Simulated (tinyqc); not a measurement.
# Worked calculation: p-type polysilicon, carrier trapping at grain boundaries

tinyqc, about 0.01 s, one thread, Intel Xeon 2.30GHz (shared host): `OMP_NUM_THREADS=1 python tinyqc.py 2830147 2830148 out.jsonl` Printed values are rounded.

One-dimensional grains of size Lg, uniform ionised doping N, monovalent traps Qt at each boundary at a depth Et below (for electrons) or above (for holes) the band edge there, abrupt depletion of width W on each side of a boundary, Boltzmann statistics. xi is the distance from the band edge at the grain centre to the Fermi level. Trapped charge Qt/(1 + exp((xi + VB - Et)/Vt)) = 2 N W, barrier VB = q N W^2/(2 eps0 eps_r).

Inputs (values chosen for the exercise); values of the order met in polycrystalline silicon: temperature T = 300 K; relative permittivity eps_r = 11.7; valence-band density of states at T NB = 2.65e19 cm^-3; grain size Lg = 19 nm; trap density of a grain boundary Qt = 2.5e12 cm^-2; depth of the trap level from the majority band edge at the boundary Et = 0.4 eV; mass for thermionic emission ms = 0.34 m0; correction factor of the emission rate fe = 0.25; mobility inside the grains mug = 240 cm^2/(V s); doping N = 7.6e18 cm^-3.

Constants: q = 1.602176634e-19 C, kB = 1.380649e-23 J/K, m0 = 9.1093837015e-31 kg, Vt = kB T/q, eps0 = 8.8541878128e-14 F/cm where lengths are in cm. Results are converted to the units shown.

Range of the model: VB is below Vt, where abrupt depletion and thermionic emission are rough.

## Starting value

W = 0.99 nm.

W at the start = 0.99 nm

## Iteration 1: new W

Partly depleted grain, xi = Vt ln(NB/N): f = 1/(1 + exp((xi + VB - Et)/Vt)), g = Qt f - 2 N W, g' = -2 Qt f (1 - f) VB/(W Vt) - 2 N, W(new) = W - g/g'.

VB = 0.00576010 V
f = 0.999999
g = 9.95198e11 cm^-2
g' = -1.52000e12 cm^-2/nm
W after iteration 1 = 1.64474 nm

## Iteration 2: new W

As before.

VB = 0.0158983 V
f = 0.999999
g = -3.85217e5 cm^-2
g' = -1.52000e12 cm^-2/nm
W after iteration 2 = 1.64473 nm

## Course of the iteration

Stop when the step is below 1e-10 nm, or after 40 iterations.

Course of the iteration:

| iteration | W before the step (nm) | step (nm) |
|---|---|---|
| 1 | 0.99 | 0.655 |
| 2 | 1.64474 | -2.53e-7 |
| 3 | 1.64473 | < 1e-13 |

Converged in 3 iterations.

## Depletion width, Fermi level and barrier

If the trap equation with xi = Vt ln(NB/N) has a root W < Lg/2, the grain is partly depleted; otherwise W = Lg/2 and the trap equation gives xi = Et - VB + Vt ln(Qt/(N Lg) - 1). N* = Qt/Lg.

N* = 1.31579e18 cm^-3
W = 1.64473 nm
xi = 0.0322891 V
VB = 0.0158983 V
share of traps filled = 0.999999

N is 5.78 N*, and the grain is partly depleted; VB = 0.615 Vt.

## Resistivity and effective mobility

n0 = NB exp(-xi/Vt); mean density n0 (1 - 2 W/Lg) by charge balance in a partly depleted grain, and n0 (sqrt(pi)/2) erf(u)/u with u = sqrt(VB/Vt) in a fully depleted one; v = sqrt(kB T/(2 pi ms m0)); barrier resistivity Vt exp(VB/Vt)/(q fe n0 v Lg); grain resistivity (1 - 2 W/Lg)/(q n0 mug); effective mobility 1/(q mean density total resistivity).

n0 = 7.6e18 cm^-3
mean density = 6.28421e18 cm^-3
v = 4.61348e6 cm/s
barrier resistivity = 0.0179196 ohm cm
grain resistivity = 2.82945e-3 ohm cm
resistivity = 0.0207490 ohm cm
effective mobility = 47.8675 cm^2/(V s)

The resistivity is 6.06 times that of a single crystal with the same N and mobility mug, and the mean density is 82.7 % of N.
